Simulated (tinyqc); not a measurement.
# MESFET, gradual channel with velocity saturation: effect of the channel thickness on saturation

A uniformly doped n-type channel, depleted from the top by a Schottky gate; at channel potential V the depleted share of a is u = sqrt((Vbi - Vg + V)/Vp), s at the source. Electrons drift with v = mu E/(1 + mu E/vsat). Abrupt depletion edge, no series resistance, source at 0.

Vbi = phiB - Vt ln(Nc/Nd); Vp = q Nd a^2/(2 eps0 eps_r); G0 = q mu Nd a W/L; Z = mu Vp/(vsat L); s = sqrt((Vbi - Vg)/Vp). I = (G0 Vp/3) F/(1 + Z (u^2 - s^2)), F = 3 (u^2 - s^2) - 2 (u^3 - s^3), with u at V = Vd; Z = 0 gives constant mobility, for which u stops at 1. The current peaks at u = um, the root of (1 - u)(1 + Z (u^2 - s^2)) = Z F/3; beyond Vdsat = Vp (um^2 - s^2) it is held at that value. gm = G0 (um - s)/(1 + Z (um^2 - s^2)).

Inputs (values chosen for the exercise); material values those of a made-up semiconductor: temperature T = 293 K; relative permittivity of the semiconductor eps_r = 11.7; conduction-band density of states at T Nc = 3.75e17 cm^-3; donor density of the channel Nd = 5.9e16 cm^-3; low-field mobility at this doping mu = 4400 cm^2/(V s); saturation velocity vsat = 1e7 cm/s; gate length L = 0.3 um; gate width W = 200 um; Schottky barrier phiB = 0.75 V; gate voltage Vg = 0 V.

Constants: q = 1.602176634e-19 C, kB = 1.380649e-23 J/K, Vt = kB T/q, eps0 = 8.8541878128e-14 F/cm where lengths are in cm. Results are converted to the units shown.

Result of one run:
```
a (nm),Z,um,Vdsat (V),Isat (mA),Isat for Z = 0 (mA),gm (mS)
160,17.13,0.8721,0.1850,3.869,22.12,11.48
```

What becomes of these results when the channel thickness a is changed from 160 to 340 nm, all else the same?

Result of the changed run:
```
a (nm),Z,um,Vdsat (V),Isat (mA),Isat for Z = 0 (mA),gm (mS)
340,77.35,0.4921,0.5739,32.65,1156,12.71
```

The whole series:
```
a (nm),Z,um,Vdsat (V),Isat (mA),Isat for Z = 0 (mA),gm (mS)
130,11.31,0.9881,0.04948,0.2929,0.5446,6.898
160,17.13,0.8721,0.1850,3.869,22.12,11.48
190,24.16,0.7706,0.2747,8.241,80.13,12.27
230,35.40,0.6669,0.3703,14.48,226.0,12.61
280,52.46,0.5728,0.4703,22.61,541.1,12.72
340,77.35,0.4921,0.5739,32.65,1156,12.71
```

As a goes from 130 to 340 nm, Vdsat rises from 0.0495 to 0.574 V, Isat rises from 0.293 to 32.6 mA and gm rises from 6.90 to 12.7 mS. Isat is 0.538 of the constant-mobility value in the first row and 0.0282 in the last. For a = 160 to 340 nm the gate is shorter than 2 a, outside the gradual-channel approximation. At a = 130 nm the open channel at the source, (1 - s) a, is under two Debye lengths, so the abrupt edge is rough.

Computed by the program tinyqc: `OMP_NUM_THREADS=1 python tinyqc.py 2500018 2500019 out.jsonl`, one thread of a shared Intel Xeon 2.30GHz, about 0.04 s for the whole run.
